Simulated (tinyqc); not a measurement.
Thermal stress, cracking, delamination and buckling of a thin film; Griffith cracks and misfitting inclusions: one step, computed by the program tinyqc.

Isotropic linear elasticity; the substrate is much thicker than the film; stress is positive in tension.

Task: A misfitting inclusion. Film material fills a sphere of radius R in the substrate, with the misfit e = thermal strain (it wants to shrink if e > 0). Radial stress at the wall s0 = e/[(1 - 2 nu)/E + (1 + nu_s)/(2 E_s)]; inside it is uniform and hydrostatic; outside s_rr = s0 (R/r)^3, s_tt = -s_rr/2. Keep-out radius: where |s_rr| falls to 10 MPa (R if it is lower at the wall).

Inputs (values chosen for the exercise, modelled on a GaN film on silicon):
```
quantity                       value        unit
film Young's modulus E           301         GPa
film Poisson ratio nu           0.21           -
deposition temperature T_d      1025           K
final temperature T              300           K
substrate Young's modulus E_s    152         GPa
substrate Poisson ratio nu_s    0.21           -
inclusion radius R              0.31  micrometre
```

Inclusion: sphere.

thermal strain = 0.001479

Give: radial stress at the wall s0; mean stress inside; keep-out radius.

Result:

radial stress at the wall s0 = 250.4 MPa

mean stress inside = 250.4 MPa

keep-out radius = 0.9069 micrometre

The stress does not depend on R; its reach scales with R. Hydrostatic tension inside drives voids to form.
